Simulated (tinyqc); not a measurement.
Bond length, ionicity and dielectric constant: Penn model of the dielectric constant and Phillips ionicity.

n = 32/a^3; Ep^2 = 8 pi c e2 n with c = hbar^2/2m0, e2 = e^2/(4 pi eps0); EF = c (3 pi^2 n)^(2/3); eps = 1 + (Ep/Eg)^2 S with S = 1 - Eg/(4 EF) + (Eg/(4 EF))^2/3, Eg the Penn gap. Core d shells are left out.

Phillips: bond length d = sqrt(3) a/4; homopolar gap Eh = 39.74 d^(-2.48) eV (d in angstrom); Eg^2 = Eh^2 + C^2; ionicity fi = C^2/Eg^2.

Constants: hbar^2/2m0 = 3.80998211 eV angstrom^2; e^2/(4 pi eps0) = 14.39964547 eV angstrom.

Each case gives a and C, chosen for the exercise.

Results:
```
case          a (angstrom)  C (eV)  Eh (eV)  Eg (eV)  Ep (eV)    eps     fi
near InSb            6.471    2.29     3.09     3.84    12.76  10.86  0.355
near CdTe            6.514    4.56     3.04     5.48    12.63   5.52  0.693
near GaAs            5.641    2.92     4.34     5.23    15.68   9.01  0.312
near AlN             4.381    8.01     8.12    11.41    22.91   4.46  0.493
near diamond         3.561    0.00    13.58    13.58    31.26   5.70  0.000
near InP             5.860    3.10     3.95     5.02    14.81   8.72  0.381
```

eps runs from 4.46 (near AlN) to 10.86 (near InSb). Eg varies by a factor 3.53 and Ep by 2.47; the order of eps is not simply the reverse order of Eg, since Ep varies too. Without the d-shell correction the model runs low for the heavier compounds.

tinyqc: `OMP_NUM_THREADS=1 python tinyqc.py 1680860 1680861 out.jsonl`; about 0.01 s, one thread, shared Intel(R) Xeon(R) Processor @ 2.30GHz.
